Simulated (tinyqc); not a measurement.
# Electron mobility in a silicon inversion layer, empirical terms and Matthiessen rule: effects of single changes

Inversion layer of sheet density Ns on a uniformly doped body. The mobility terms are empirical power laws with prefactors chosen for the exercise; adding their inverses (Matthiessen) is itself an approximation.

Inputs (values chosen for the exercise); material values close to those of silicon:

| symbol | value | unit | meaning |
|---|---|---|---|
| T | 300 | K | temperature |
| Eg | 1.14 | eV | band gap |
| eps_r | 11.7 |  | relative permittivity of the semiconductor |
| Nc | 2.78e19 | cm^-3 | conduction-band density of states at T |
| Nv | 2.67e19 | cm^-3 | valence-band density of states at T |
| Nb | 2.4e17 | cm^-3 | body doping |
| Vsb | 0.3 | V | reverse body bias |
| eta | 0.5 |  | weight of the inversion charge in the effective field |
| Ap | 414 | cm^2/(V s) | phonon-limited mobility at 1 MV/cm and 300 K |
| As | 1050 | cm^2/(V s) | roughness-limited mobility at 1 MV/cm |
| gs | 2 |  | exponent of the roughness term |
| Ac | 2300 | cm^2/(V s) | Coulomb prefactor |
| Nit | 3.4e10 | cm^-2 | charge at the interface |
| Ns | 6e11 | cm^-2 | inversion density |

Constants: q = 1.602176634e-19 C, kB = 1.380649e-23 J/K, Vt = kB T/q, eps0 = 8.8541878128e-14 F/cm where lengths are in cm. Results are converted to the units shown.

Each table varies one quantity; the others keep the values above.

## Effect of the inversion density

ni = sqrt(Nc Nv) exp(-Eg/(2 Vt)), Eg in volts; Ndep = sqrt(2 eps0 eps_r Nb (2 Vt ln(Nb/ni) + Vsb)/q); E = q (Ndep + eta Ns)/(eps0 eps_r), in MV/cm. With t = T/(300 K): muC = Ac (Ns/1e12 cm^-2) t/(Nb/1e17 cm^-3 + Nit/1e11 cm^-2), muP = Ap E^(-1/3) t^(-1.75), muS = As E^(-gs); 1/mu is the sum of the inverses.

Result of one run:
```
Ns (cm^-2)  E (MV/cm)  muC (cm^2/(V s))  muP (cm^2/(V s))  muS (cm^2/(V s))  mu (cm^2/(V s))
1.1e13          1.149              9234             395.3             796.0            256.8
```

What becomes of these results when the inversion density Ns is changed from 1.1e13 to 6.3e11 cm^-2, all else the same?

Result of the changed run:
```
Ns (cm^-2)  E (MV/cm)  muC (cm^2/(V s))  muP (cm^2/(V s))  muS (cm^2/(V s))  mu (cm^2/(V s))
6.3e11         0.3466             528.8             589.4              8740            270.1
```

The whole series:
```
Ns (cm^-2)  E (MV/cm)  muC (cm^2/(V s))  muP (cm^2/(V s))  muS (cm^2/(V s))  mu (cm^2/(V s))
2e11           0.3134             167.9             609.5           1.069e4            130.0
3.6e11         0.3257             302.2             601.7              9896            197.2
6.3e11         0.3466             528.8             589.4              8740            270.1
1.1e12         0.3830             923.4             570.1              7160            335.9
2e12           0.4525              1679             539.2              5127            378.0
3.6e12         0.5763              3022             497.5              3162            376.3
6.3e12         0.7851              5288             448.8              1704            332.9
1.1e13          1.149              9234             395.3             796.0            256.8
2e13            1.844           1.679e4             337.6             308.6            159.7
```

As Ns goes from 2e11 to 2e13 cm^-2, E rises from 0.313 to 1.84 MV/cm and mu goes from 130 through a maximum of 378 (at Ns = 2e12 cm^-2 among the rows listed) to 160 cm^2/(V s). The smallest term is the Coulomb one in the first row and the roughness one in the last. Screening lifts the Coulomb term as Ns grows while the field presses the carriers to the interface, hence the maximum. At Ns = 2e13 cm^-2 E passes 1.5 MV/cm, beyond the usual range of such laws.

## Effect of the charge at the interface

Same model as above.

The same in every row: E (MV/cm) = 0.3443; muP (cm^2/(V s)) = 590.7; muS (cm^2/(V s)) = 8858.

Effect of the charge at the interface:
```
Nit (cm^-2)  muC (cm^2/(V s))  mu (cm^2/(V s))
1e10                    552.0            276.4
3.2e10                  507.4            264.8
1e11                    405.9            234.2
3.2e11                  246.4            170.5
1e12                    111.3            92.67
3.2e12                  40.12            37.41
1e13                    13.48            13.16
```

What does the comparison show?

As Nit goes from 1e10 to 1e13 cm^-2, E stays at 0.344 MV/cm and mu falls from 276 to 13.2 cm^2/(V s). The Coulomb term is the smallest in the first and the last row.

## Universality: two dopings at the same effective field

Same model as above.

For each E, Ns is chosen to give that field on bodies with Nb = 3e16 and 2.4e17 cm^-3; the last column leaves out muC.

Universality: two dopings at the same effective field:
columns A: E (MV/cm); B: Ns, light body (cm^-2); C: mu, light (cm^2/(V s)); D: Ns, heavy body (cm^-2); E: mu, heavy (cm^2/(V s)); F: without muC (cm^2/(V s))
```
A              B       C          D       E       F
0.316  2.7871e12  543.43  2.3421e11  146.48  574.60
0.391  3.7570e12  503.54  1.2041e12  344.68  523.05
0.483  4.9467e12  460.07  2.3938e12  382.41  472.29
0.598  6.4339e12  413.42  3.8809e12  372.78  420.95
0.74   8.2702e12  364.97  5.7172e12  343.09  369.51
0.915  1.0533e13  315.58  7.9803e12  303.80  318.23
1.13   1.3314e13  266.46  1.0761e13  260.23  267.95
1.4    1.6805e13  218.08  1.4252e13  214.94  218.88
```

The heavily doped body has 0.270 of the mobility of the light one in the first row and 0.986 in the last; there they lie 1.8 % below and 0.36 % below the curve without Coulomb scattering, which depends on E alone. The heavy body leaves that curve at low E because its field comes mostly from depletion charge and few carriers screen.

tinyqc, about 0.01 s, one thread, Intel Xeon 2.30GHz (shared host): `OMP_NUM_THREADS=1 python tinyqc.py 2510071 2510072 out.jsonl`
